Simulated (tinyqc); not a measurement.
Solubility, supersaturation, precipitation and gettering of an impurity in a silicon-like host: one step, computed by the program tinyqc.

The wafer was saturated at T1 and is then held at T.

Task: Solubility, diffusivity, supersaturation. C_eq(T) = N0 exp(S/k_B - H/(k_B T)); D(T) = D0 exp(-Q/(k_B T)); C0 = C_eq(T1). Supersaturation s = C0/C_eq(T); critical radius r* = 2 gamma/(C_p k_B T ln s); barrier W* = (4 pi/3) gamma r*^2. Strain energy is left out.

Inputs (values chosen for the exercise, for a model impurity): site density N0 = 5e+22 1/cm^3; enthalpy of solution H = 1.84 eV; entropy of solution S = 2.6 k_B; diffusion prefactor D0 = 0.00025 cm^2/s; migration energy Q = 1.1 eV; temperature of saturation T1 = 1425 K; anneal temperature T = 875 K; impurity density in the precipitate C_p = 5.2e+22 1/cm^3; interface energy gamma = 0.79 J/m^2.

Constants: k_B = 8.617333262e-05 eV/K; k_B = 1.380649e-23 J/K.

Give: C0; C_eq(T); D(T); supersaturation s; critical radius r*; W*/(k_B T).

Result:

C0 = 2.092e+17 1/cm^3

C_eq(T) = 1.699e+13 1/cm^3

D(T) = 1.154e-10 cm^2/s

supersaturation s = 12315

critical radius r* = 0.2670 nm

W*/(k_B T) = 19.53

Caution: the barrier to homogeneous nucleation is below 35 k_B T for these inputs, so new precipitates would form and outnumber the fixed sinks assumed here. Caution: a critical radius of atomic size is outside the capillary model.
